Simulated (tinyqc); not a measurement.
# Scattering mobility, thermal velocity and mass from two apparent mobilities

Inverse problem. 1/mu_app = 1/mu_0 + 1/mu_B with the ballistic mobility mu_B = vT L/(2 Vt) and vT = sqrt(2 kB T/(pi m)) (non-degenerate carriers); the mean free path is 2 Vt mu_0/vT. Find mu_0, vT, m and the mean free path.

Inputs (values chosen for the exercise): temperature T = 400 K.

Constants: q = 1.602176634e-19 C, kB = 1.380649e-23 J/K, m0 = 9.1093837015e-31 kg, Vt = kB T/q. Results are converted to the units shown.

apparent mobility at L = 15 and 100 nm (cm^2/(V s)): 285.19811  435.39149

Answer. 1/mu_app is linear in 1/L: the slope is 2 Vt/vT and the intercept 1/mu_0.

mu_0 = 480.0 cm^2/(V s)
vT = 3.230e7 cm/s
m = 0.03700 m0
mean free path = 10.25 nm

Program tinyqc, `OMP_NUM_THREADS=1 python tinyqc.py 2380092 2380093 out.jsonl`; Intel Xeon 2.30GHz, shared host, one thread, about 0.01 s.
